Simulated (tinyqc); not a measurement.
Surface Green function of a zigzag honeycomb ribbon two chains wide, Sancho-Rubio decimation: one step of the calculation.

A semi-infinite lead of cells 0, 1, 2, ... with H0 inside a cell and H1 = <cell i|H|cell i + 1>. Cell of four sites joined 1-2-3-4 by -t; site 2 joins site 1 of the next cell and site 3 joins site 4 of the next cell. z = E + i eta.

Question. Decimation. Start with e_s = e = H0, a = H1, b = H1^dagger. Each round: g = (z - e)^(-1); e_s <- e_s + a g b; e <- e + a g b + b g a; a <- a g a; b <- b g b (all with the old a, b). Round k joins cells 2^k apart.

Inputs (values chosen for the exercise):
- E = -4.9 eV (energy)
- eta = 0.001 eV (broadening)

e_s after round 1 (eV):
```
                       1                      2                      3                      4
1   0.0000000+0.0000000i  -2.3000000+0.0000000i   0.0000000+0.0000000i   0.0000000+0.0000000i
2  -2.3000000+0.0000000i  -1.5580984-0.0007423i  -2.5880752-0.0004062i   0.0000000+0.0000000i
3   0.0000000+0.0000000i  -2.5880752-0.0004062i  -1.5580984-0.0007423i  -2.3000000+0.0000000i
4   0.0000000+0.0000000i   0.0000000+0.0000000i  -2.3000000+0.0000000i   0.0000000+0.0000000i
```

e after round 1 (eV):
```
                       1                      2                      3                      4
1  -2.1718240-0.0014825i  -2.3000000+0.0000000i   0.0000000+0.0000000i  -1.3075026-0.0013101i
2  -2.3000000+0.0000000i  -1.5580984-0.0007423i  -2.5880752-0.0004062i   0.0000000+0.0000000i
3   0.0000000+0.0000000i  -2.5880752-0.0004062i  -1.5580984-0.0007423i  -2.3000000+0.0000000i
4  -1.3075026-0.0013101i   0.0000000+0.0000000i  -2.3000000+0.0000000i  -2.1718240-0.0014825i
```

a after round 1 (eV):
```
                       1                     2                     3                      4
1   0.0000000+0.0000000i  0.0000000+0.0000000i  0.0000000+0.0000000i   0.0000000+0.0000000i
2  -1.0194274-0.0009039i  0.0000000+0.0000000i  0.0000000+0.0000000i  -0.6137255-0.0007402i
3  -0.6137255-0.0007402i  0.0000000+0.0000000i  0.0000000+0.0000000i  -1.0194274-0.0009039i
4   0.0000000+0.0000000i  0.0000000+0.0000000i  0.0000000+0.0000000i   0.0000000+0.0000000i
```

b after round 1 (eV):
```
                      1                      2                      3                     4
1  0.0000000+0.0000000i  -1.0194274-0.0009039i  -0.6137255-0.0007402i  0.0000000+0.0000000i
2  0.0000000+0.0000000i   0.0000000+0.0000000i   0.0000000+0.0000000i  0.0000000+0.0000000i
3  0.0000000+0.0000000i   0.0000000+0.0000000i   0.0000000+0.0000000i  0.0000000+0.0000000i
4  0.0000000+0.0000000i  -0.6137255-0.0007402i  -1.0194274-0.0009039i  0.0000000+0.0000000i
```

Give: g; e_s after round 2; e after round 2; a after round 2; b after round 2.

Answer.

g (1/eV):
```
                 1               2               3                4
1  -0.0697-0.0004i  0.2109-0.0004i  0.3343-0.0003i   0.2484-0.0003i
2   0.2109-0.0004i  0.0601-0.0007i  0.2766-0.0006i   0.3343-0.0003i
3   0.3343-0.0003i  0.2766-0.0006i  0.0601-0.0007i   0.2109-0.0004i
4   0.2484-0.0003i  0.3343-0.0003i  0.2109-0.0004i  -0.0697-0.0004i
```

e_s after round 2 (eV):
```
               1              2              3              4
1   0.000+0.000i  -2.300+0.000i   0.000+0.000i   0.000+0.000i
2  -2.300+0.000i  -1.346-0.001i  -2.324-0.001i   0.000+0.000i
3   0.000+0.000i  -2.324-0.001i  -1.346-0.001i  -2.300+0.000i
4   0.000+0.000i   0.000+0.000i  -2.300+0.000i   0.000+0.000i
```

e after round 2 (eV):
```
               1              2              3              4
1  -1.741-0.002i  -2.300+0.000i   0.000+0.000i  -0.841-0.002i
2  -2.300+0.000i  -1.346-0.001i  -2.324-0.001i   0.000+0.000i
3   0.000+0.000i  -2.324-0.001i  -1.346-0.001i  -2.300+0.000i
4  -0.841-0.002i   0.000+0.000i  -2.300+0.000i  -1.741-0.002i
```

a after round 2 (eV):
```
                1               2               3               4
1  0.0000+0.0000i  0.0000+0.0000i  0.0000+0.0000i  0.0000+0.0000i
2  0.7168+0.0004i  0.0000+0.0000i  0.0000+0.0000i  0.7372+0.0005i
3  0.7372+0.0005i  0.0000+0.0000i  0.0000+0.0000i  0.7168+0.0004i
4  0.0000+0.0000i  0.0000+0.0000i  0.0000+0.0000i  0.0000+0.0000i
```

b after round 2 (eV):
```
                1               2               3               4
1  0.0000+0.0000i  0.7168+0.0004i  0.7372+0.0005i  0.0000+0.0000i
2  0.0000+0.0000i  0.0000+0.0000i  0.0000+0.0000i  0.0000+0.0000i
3  0.0000+0.0000i  0.0000+0.0000i  0.0000+0.0000i  0.0000+0.0000i
4  0.0000+0.0000i  0.7372+0.0005i  0.7168+0.0004i  0.0000+0.0000i
```

Numbers from tinyqc (`OMP_NUM_THREADS=1 python tinyqc.py 2680033 2680034 out.jsonl`; about 0.05 s on one thread of a shared Intel Xeon 2.30GHz).
